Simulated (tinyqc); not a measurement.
Worked calculation: time-dependent dielectric breakdown: cell percolation, Weibull statistics, area scaling and voltage extrapolation. Computed by tinyqc, a small Python program that keeps every step. Command: `OMP_NUM_THREADS=1 python tinyqc.py 3025661 3025662 out.jsonl tddb walk`. One thread of a shared host (Intel(R) Xeon(R) Processor @ 2.30GHz), about 0.01 s of CPU time with the checks. Intermediate numbers are printed to about 6 digits and carried at full precision; extremes and crossings named in words are read from the listed rows.

The oxide is divided into columns of area a^2, each holding m = t_ox/a cells (m is taken as continuous). A share lambda(t) = (t/t_1)^alpha of the cells is defective, and a column whose cells are all defective breaks down.

Inputs (values chosen for the exercise, for a model gate oxide):
```
quantity                                                   value  unit
oxide thickness t_ox                                         1.4    nm
defect cell size a                                          0.93    nm
exponent alpha of defect growth                             0.89     -
time t_1 at which the occupied share would reach 1       3.9e+08     s
test area A                                                  0.4  um^2
product area A_u                                           4e+06  um^2
stress voltage V                                            2.25     V
use voltage V_u                                              1.5     V
local exponent n = -d ln t/d ln V at the stress voltage       40     -
activation energy E_a                                       0.84    eV
stress temperature T                                         175     C
use temperature T_u                                           85     C
allowed failure fraction F                                0.0001     -
```

Voltage law used: power.

Constants: k_B = 8.617333262e-05 eV/K.

## Weibull parameters from the cell model

Failure fraction F = 1 - (1 - lambda^m)^N with N = A/a^2 columns, which for small lambda^m is 1 - exp(-(t/t63)^beta) with beta = alpha m and t63 = t_1 N^(-1/beta); critical share lambda(t63) = N^(-1/m). 1 um^2 = 1e6 nm^2.

cells per column m = 1.50538

columns N = 462481

Weibull slope beta = 1.33978

characteristic life t63 = 23051.7 s

critical share of defective cells = 1.72488e-04

Times between F = 10 % and 90 % span a factor 10: the smaller beta = alpha m, the wider the scatter. Caution: t_1 is an input here; in a real oxide it changes with thickness at fixed voltage.

## A sample of breakdown times

uniform random numbers u: 0.7000  0.6111  0.8544  0.1375  0.4692  0.2299  0.9101  0.3381  0.6954

Each device fails at t = t63 (-ln(1 - u))^(1/beta). Sort the times; median rank F_i = (i - 0.3)/(n_s + 0.4) for n_s devices; W = ln(-ln(1 - F_i)).

Weibull plot:
```
i    t (s)       F_i     ln t         W
1   5536.3  0.074468   8.6191  -2.55894
2   8464.1  0.180851   9.0436  -1.61199
3  11906.1  0.287234   9.3848  -1.08293
4  16393.2  0.393617   9.7046  -0.69266
5  22088.8  0.500000  10.0028  -0.36651
6  26227.2  0.606383  10.1746  -0.07002
7  26477.4  0.712766  10.1840   0.22111
8  37611.3  0.819149  10.5351   0.53654
9  44433.5  0.925532  10.7017   0.95451
```

## Fitting the sample

W = ln(-ln(1 - F_i)) with the median ranks F_i. Least squares in W: W = beta ln t - beta ln t63. Maximum likelihood: solve sum t^b ln t/sum t^b - 1/b = mean of ln t for b, then t63 = (mean of t^b)^(1/b).

slope by least squares = 1.58681

t63 by least squares = 25432.2 s

slope by maximum likelihood = 1.88180

t63 by maximum likelihood = 24995.7 s

The true values are beta = 1.340 and t63 = 23100 s. With 9 devices the standard error of the maximum-likelihood slope is about 0.78 beta/sqrt(n_s) = 0.35; the fits miss by +0.25 and +0.54, and t63 by +10 and +8 %.

## Projection to use conditions

All three voltage laws share the slope n at the stress voltage. Factor t(V_u)/t(V): E law exp(n (1 - V_u/V)); 1/E law exp(n (V/V_u - 1)); power law (V/V_u)^n. Temperatures in kelvin are T(C) + 273.15. Temperature factor exp[(E_a/k_B)(1/T_u - 1/T)]; area factor (A/A_u)^(1/beta); percentile factor (-ln(1 - F))^(1/beta); life = t63 x all four; 1 year = 3.15576e7 s.

voltage factor = 1.10573e+07

temperature factor = 236.485

area factor = 5.96048e-06

percentile factor = 0.00103386

projected life = 0.0117706 years

Area and percentile together cost 8.2 decades, voltage and temperature return 9.4; a ten-year target is missed.

## Three voltage laws

Life = t63 x voltage, temperature, area and percentile factors, the last three as above.

Log10 of the life in years:
```
V_u/V  V_u (V)     E law  1/E law  power law
1.00    2.2500  -8.97285  -8.9729   -8.97285
0.95    2.1375  -8.10426  -8.0585   -8.08180
0.90    2.0250  -7.23567  -7.0427   -7.14255
0.80    1.8000  -5.49850  -4.6299   -5.09645
0.70    1.5750  -3.76132  -1.5278   -2.77677
0.60    1.3500  -2.02414   2.6083   -0.09890
0.50    1.1250  -0.28696   8.3989    3.06835
0.40    0.9000   1.45021  17.0848    6.94475
```

At V_u/V = 0.9 the laws differ by 0.19 decades at most, and at 0.5 by 8.7. The E law is the most cautious and the 1/E law the most hopeful. Ten years are reached at V_u/V = 0.426 (E), 0.635 (1/E), 0.563 (power). Caution: the rows at low voltage extrapolate over many decades and cannot be tested.

Checks made by the program: Weibull form against the exact column count at t63 (relative difference 6e-07).
